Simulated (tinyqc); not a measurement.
Grain-boundary diffusion: Harrison regimes, Fisher and Le Claire analysis, Hart average: one step, computed by the program tinyqc.

A boundary is a slab of width delta with diffusivity D_b, normal to a surface held at constant concentration; it leaks into grains of diffusivity D.

Question. Diffusivities. D = D0 exp(-E/(k_B T)), D_b = D0b exp(-E_b/(k_B T)). Triple product P = s delta D_b.

Inputs (values chosen for the exercise, for a model polycrystal): lattice prefactor D0 = 4.9e-05 m^2/s; lattice activation energy E = 4.43 eV; boundary prefactor D0b = 6e-06 m^2/s; boundary activation energy E_b = 2.24 eV; boundary width delta = 0.56 nm; segregation factor s = 10; temperature T = 1620 K.

Constants: k_B = 8.617333262e-05 eV/K.

Give: D; D_b; triple product P.

Answer.

D = 8.102e-19 m^2/s

D_b = 6.450e-13 m^2/s

triple product P = 3.612e-21 m^3/s
